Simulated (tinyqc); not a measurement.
Thin film between two gates, subbands and threshold shift from confinement: one step of the calculation.

Undoped body with a flat potential across it, hard walls, transport along x. One isotropic valley (g = 1, mx = my = mz = me). Non-parabolicity enters the subband edges through E (1 + al E) = gamma, so E = 2 gamma/(1 + sqrt(1 + 4 al gamma)); motion within a subband is taken as parabolic with the band-edge mass. Energies are counted from the bulk band edge.

Task. Lowest subbands. gamma = C (pi k/(t + dl))^2/mz, C = hbar^2/(2 m0). List the 4 lowest, labelled by quantum numbers, with degeneracy g and N_k: N_k = g sqrt(mx my) m0 kB T/(pi hbar^2).

Inputs (values chosen for the exercise); masses close to those of InAs: temperature T = 300 K; mass at the band edge me = 0.0233 m0; non-parabolicity al = 2.6 1/eV; film thickness (along z) t = 7.4 nm; widening of the box by penetration into the insulator dl = 0.2 nm.

Constants: q = 1.602176634e-19 C, kB = 1.380649e-23 J/K, hbar = 1.054571817e-34 J s, m0 = 9.1093837015e-31 kg, Vt = kB T/q, hbar^2/(2 m0) = 0.0380998212 eV nm^2. Results are converted to the units shown.

Find: E_k; g; N_k.

Result.

E_k, subband 1 to 4 (eV): [0.1878, 0.4910, 0.8098, 1.133]
g, subband 1 to 4: [1, 1, 1, 1]
N_k, subband 1 to 4 (cm^-2): [2.516e11, 2.516e11, 2.516e11, 2.516e11]

Range of the model: Non-parabolicity also makes carriers heavier within each subband, which is left out, so densities of states are understated at high energy. Levels near or above 1 eV lie beyond real barriers and upper valleys; they are listed for the hard-wall model only.

tinyqc, about 0.03 s, one thread, Intel Xeon 2.30GHz (shared host): `OMP_NUM_THREADS=1 python tinyqc.py 2350031 2350032 out.jsonl`
